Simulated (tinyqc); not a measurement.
Inside a calculation. Method: plane-wave Kohn-Sham cycle with exchange-only LDA in a layered model solid. Computed by tinyqc, a small Python program that keeps every step. Settings: points = 16, plane-wave index or count = 3, electrons = 2, k points = 1, area = 9.0, mixing = 0.1, iteration cap = 73. Command: `OMP_NUM_THREADS=1 python tinyqc.py 30685 30686 out.jsonl` (the two numbers bound the seeds that draw the settings). One thread of a shared host (Intel(R) Xeon(R) Processor @ 2.60GHz), about 0.01 s of CPU time with the checks. Later iterations appear only in the table of the cycle.

## Iteration 1: potential

A solid whose potential varies along x alone (atomic units):
```
parameter                      value
period a                   18.000000
cross-section of the cell   9.000000
electrons per cell                 2
grid points                       16
plane waves -n..n, n               3
k points                           1
V1 in V1 cos(2 pi x/a)     -0.460000
V2 in V2 cos(4 pi x/a)      0.120000
```

density at the start, on the grid x_j = j a/N (e/bohr^3): 0.01234568  0.01234568  0.01234568  0.01234568  0.01234568  0.01234568  0.01234568  0.01234568  0.01234568  0.01234568  0.01234568  0.01234568  0.01234568  0.01234568  0.01234568  0.01234568

V_H(G) = 4 pi rho(G)/G^2 for G != 0 (uniform background); v_x = -(3 rho/pi)^(1/3); V = V_ext + V_H + v_x; Fourier components f(G_m) = (1/N) sum_j f(x_j) exp(-i G_m x_j).

Potentials on the grid (hartree):
```
x              V_ext       V_H        v_x          V
0.000000   -0.340000  0.000000  -0.227595  -0.567595
1.125000   -0.340132  0.000000  -0.227595  -0.567726
2.250000   -0.325269  0.000000  -0.227595  -0.552864
3.375000   -0.260887  0.000000  -0.227595  -0.488482
4.500000   -0.120000  0.000000  -0.227595  -0.347595
5.625000    0.091182  0.000000  -0.227595  -0.136413
6.750000    0.325269  0.000000  -0.227595   0.097674
7.875000    0.509837  0.000000  -0.227595   0.282243
9.000000    0.580000  0.000000  -0.227595   0.352405
10.125000   0.509837  0.000000  -0.227595   0.282243
11.250000   0.325269  0.000000  -0.227595   0.097674
12.375000   0.091182  0.000000  -0.227595  -0.136413
13.500000  -0.120000  0.000000  -0.227595  -0.347595
14.625000  -0.260887  0.000000  -0.227595  -0.488482
15.750000  -0.325269  0.000000  -0.227595  -0.552864
16.875000  -0.340132  0.000000  -0.227595  -0.567726
```

V(G_m), m = 0, 1, 2, ... (hartree): -0.227595  -0.230000  0.060000  0.000000  0.000000  0.000000  0.000000

## Iteration 1: Hamiltonian at one k

k = 0.000000 2 pi / a

H(m,m') = (k + G_m)^2/2 delta + V(G_m - G_m'), with V(-G) = V(G).

H (hartree), lower triangle:
```
           -3         -2         -1         +0         +1         +2        +3
-3   0.320717
-2  -0.230000   0.016099
-1   0.060000  -0.230000  -0.166671
+0   0.000000   0.060000  -0.230000  -0.227595
+1   0.000000   0.000000   0.060000  -0.230000  -0.166671
+2   0.000000   0.000000   0.000000   0.060000  -0.230000   0.016099
+3   0.000000   0.000000   0.000000   0.000000   0.060000  -0.230000  0.320717
```

## Iteration 1: levels at that k

Diagonalise the Hermitian matrix.

eigenvalues (hartree): -0.512834  -0.372979  -0.196238  -0.000802  0.187905  0.483926  0.523717

## Iteration 1: new density

Motion across x is left out: the lowest 1 band(s) hold two electrons at each of the k points (j + 1/2)/nk - 1/2. Residual R = rho(out) - rho(in); rho(new) = rho(in) + 0.1 R. rho(out) = 2/(a A nk) sum |psi|^2 with psi = sum c exp(i G x). Harris energy E = band energy - dV sum rho (V_H/2 + v_x) + (3/4) dV sum rho v_x with rho(in), dV = a A/N, band energy = (2/nk) sum of the filled levels.

rho(out) (e/bohr^3): 0.04571247  0.03897844  0.02385382  0.01003175  0.00264943  0.00037043  0.00002205  0.00000211  0.00000236  0.00000211  0.00002205  0.00037043  0.00264943  0.01003175  0.02385382  0.03897844

density after iteration 1 (e/bohr^3): 0.01568236  0.01500895  0.01349649  0.01211429  0.01137605  0.01114815  0.01111332  0.01111132  0.01111135  0.01111132  0.01111332  0.01114815  0.01137605  0.01211429  0.01349649  0.01500895

energy per cell = -0.91187059 hartree

## Iteration 2: potential

As before.

Potentials on the grid (hartree):
```
x              V_ext        V_H        v_x          V
0.000000   -0.340000   0.234503  -0.246487  -0.351984
1.125000   -0.340132   0.208902  -0.242907  -0.374137
2.250000   -0.325269   0.142088  -0.234457  -0.417638
3.375000   -0.260887   0.056761  -0.226164  -0.430290
4.500000   -0.120000  -0.025788  -0.221473  -0.367262
5.625000    0.091182  -0.093603  -0.219984  -0.222406
6.750000    0.325269  -0.142614  -0.219755  -0.037100
7.875000    0.509837  -0.172060  -0.219742   0.118036
9.000000    0.580000  -0.181875  -0.219742   0.178383
10.125000   0.509837  -0.172060  -0.219742   0.118036
11.250000   0.325269  -0.142614  -0.219755  -0.037100
12.375000   0.091182  -0.093603  -0.219984  -0.222406
13.500000  -0.120000  -0.025788  -0.221473  -0.367262
14.625000  -0.260887   0.056761  -0.226164  -0.430290
15.750000  -0.325269   0.142088  -0.234457  -0.417638
16.875000  -0.340132   0.208902  -0.242907  -0.374137
```

V(G_m), m = 0, 1, 2, ... (hartree): -0.227200  -0.133566  0.070112  0.000951  0.000084  0.000023  0.000003

## Iteration 2: Hamiltonian at one k

k = 0.000000 2 pi / a

As before.

H (hartree), lower triangle:
```
           -3         -2         -1         +0         +1         +2        +3
-3   0.321112
-2  -0.133566   0.016494
-1   0.070112  -0.133566  -0.166276
+0   0.000951   0.070112  -0.133566  -0.227200
+1   0.000084   0.000951   0.070112  -0.133566  -0.166276
+2   0.000023   0.000084   0.000951   0.070112  -0.133566   0.016494
+3   0.000003   0.000023   0.000084   0.000951   0.070112  -0.133566  0.321112
```

## Iteration 2: levels at that k

As before.

eigenvalues (hartree): -0.364578  -0.294802  -0.146457  0.003467  0.115022  0.392465  0.410343

## Iteration 2: new density

As before.

rho(out) (e/bohr^3): 0.02705586  0.02749768  0.02619168  0.01929515  0.00927277  0.00253562  0.00037589  0.00005427  0.00002890  0.00005427  0.00037589  0.00253562  0.00927277  0.01929515  0.02619168  0.02749768

density after iteration 2 (e/bohr^3): 0.01681971  0.01625783  0.01476601  0.01283237  0.01116572  0.01028690  0.01003957  0.01000562  0.01000310  0.01000562  0.01003957  0.01028690  0.01116572  0.01283237  0.01476601  0.01625783

energy per cell = -0.63252137 hartree

## Convergence

Stop when sqrt(dV sum R^2) is below 1e-8, dV = a A/N.

Course of the cycle:
```
iteration  E (hartree)  norm of the residual
1          -0.91187059              2.02e-01
2          -0.63252137              1.28e-01
3          -0.51680467              9.60e-02
4          -0.48358465              8.62e-02
5          -0.46886964              7.16e-02
6          -0.45974521              5.64e-02
7          -0.45413950              4.37e-02
8          -0.45080196              3.35e-02
9          -0.44886246              2.55e-02
10         -0.44775482              1.93e-02
11         -0.44712940              1.46e-02
...                ...                   ...
63         -0.54010512              1.63e-01
64         -0.54006150              1.63e-01
65         -0.54002213              1.63e-01
66         -0.54010684              1.63e-01
67         -0.54003134              1.63e-01
68         -0.54005873              1.63e-01
69         -0.54008562              1.63e-01
70         -0.54002847              1.63e-01
71         -0.54008048              1.63e-01
72         -0.54005978              1.63e-01
73         -0.54004470              1.63e-01
```

Not converged within 73 iterations: the residual has stopped falling. Reruns (cap 100 unless said): mixing 0.5, Kerker q0 1.0: not converged; mixing 0.3, Pulay depth 5: converged in 32 (E = -0.44632); the original settings with a cap of 400: not converged.
